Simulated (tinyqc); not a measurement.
Inside a calculation. Method: coherent transport through a tight-binding region between two chains. Computed by tinyqc, a small Python program that keeps every step. Settings: temperature = 300, mu = 0.43. Command: `OMP_NUM_THREADS=1 python tinyqc.py 28066 28067 out.jsonl` (the two numbers bound the seeds that draw the settings). One thread of a shared host (Intel(R) Xeon(R) Processor @ 2.60GHz), about 0.1 s of CPU time with the checks.

## Transmission at E = 0.04 eV

H of the central region (eV), lower triangle:
```
           1          2          3          4          5         6
1   0.000000
2  -0.940000   1.220000
3   0.000000  -0.940000   1.220000
4   0.000000   0.000000  -0.940000   1.220000
5   0.000000   0.000000   0.000000  -0.940000   1.220000
6  -0.940000   0.000000   0.000000   0.000000  -0.940000  0.000000
```

Leads: semi-infinite chains with site energy 0:

| parameter | value |
|---|---|
| lead hopping t (eV) | 2.540000 |
| coupling to the left lead (eV) | 0.600000 |
| coupling to the right lead (eV) | 0.890000 |
| left contact site | 1 |
| right contact site | 4 |

E = 0.040000 eV

Surface Green function g = (E - i sqrt(4 t^2 - E^2)) / (2 t^2); self-energy tc^2 g on each contact site; G = (E - H - Sigma)^(-1); Gamma = -2 Im Sigma; T = Gamma_L Gamma_R |G_LR|^2; local density of states -Im G_ii / pi.

g = 0.003100-0.393689i 1/eV

G (1/eV), lower triangle:
```
                     1                    2                    3                    4
1   1.472212-1.132208i
2   1.835622-0.386297i   2.500258-0.575211i
3   0.832079+0.647282i   2.366830-0.335775i   2.139047-1.068787i
4  -0.791097+1.198843i   0.470868+0.153705i   1.382187-1.005894i   1.264218-1.416423i
5  -1.429514+1.123223i  -1.723519+0.372918i  -0.734051-0.655092i   0.802050-1.195268i
6  -1.003400+0.211160i  -2.634434+0.314425i  -2.303656+0.183544i  -0.257389-0.084019i

                    5                   6
5  1.346450-1.114549i
6  1.952005-0.203847i  2.707778-0.171873i
```

local density of states (1/eV): 0.360393  0.183095  0.340206  0.450861  0.354772  0.054709

transmission = 0.364720

## Transmission across the band

The same steps on a grid of energies.

T(E):

| E (eV) | T |
|---|---|
| -4.82600000 | 8.49e-08 |
| -4.34340000 | 5.21e-07 |
| -3.86080000 | 2.01e-06 |
| -3.37820000 | 0.000007 |
| -2.89560000 | 0.000031 |
| -2.41300000 | 0.000166 |
| -1.93040000 | 0.001594 |
| -1.44780000 | 0.194634 |
| -0.96520000 | 0.037191 |
| -0.48260000 | 0.070796 |
| 0.00000000 | 0.459899 |
| 0.48260000 | 0.062630 |
| 0.96520000 | 0.056757 |
| 1.44780000 | 0.601373 |
| 1.93040000 | 0.003718 |
| 2.41300000 | 0.040390 |
| 2.89560000 | 0.173539 |
| 3.37820000 | 0.002123 |
| 3.86080000 | 0.000143 |
| 4.34340000 | 0.000018 |
| 4.82600000 | 1.75e-06 |

levels of the isolated region (eV): -1.370065  -0.094482  -0.060785  1.493016  2.024548  2.887769

## Current

I = (2e/h) int T(E) [f(E - mu - V/2) - f(E - mu + V/2)] dE at 300 K with mu = 0.43 eV, the bias not changing H; 2e^2/h = 77.48092 microsiemens; the integral runs over the band on 4001 points.

Current:

| V (volt) | I (microampere) |
|---|---|
| 0.010000 | 0.054805 |
| 0.050000 | 0.274403 |
| 0.100000 | 0.551191 |
| 0.200000 | 1.121944 |
| 0.400000 | 2.417212 |
| 0.800000 | 6.849856 |
